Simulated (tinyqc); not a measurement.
## Thermal resistances of a two-die stack

Inverse problem. Heat leaves through the lower die only, and the system is linear. Find the resistance R1 from the lower die to the coolant, R2 between the dies, and the rise of the upper die when both are powered.

Parameters, values chosen for the exercise:
```
symbol  value  unit                 meaning
P1         40     W  power of the lower die
P2        3.8     W  power of the upper die
```

rises of the lower and upper die with only the lower one powered (K): 30  30
rises of the lower and upper die with only the upper one powered (K): 2.85  3.686

Solution. With only the lower die powered no heat crosses R2, so both dies rise by P1 R1; the difference in the second test is P2 R2; rises add.

R1 = 0.7500 K/W
R2 = 0.2200 K/W
rise of the upper die = 33.69 K

Computed by the program tinyqc: `OMP_NUM_THREADS=1 python tinyqc.py 2162210 2162211 out.jsonl`, one thread of a shared Intel Xeon 2.30GHz, about 0.03 s for the whole run.
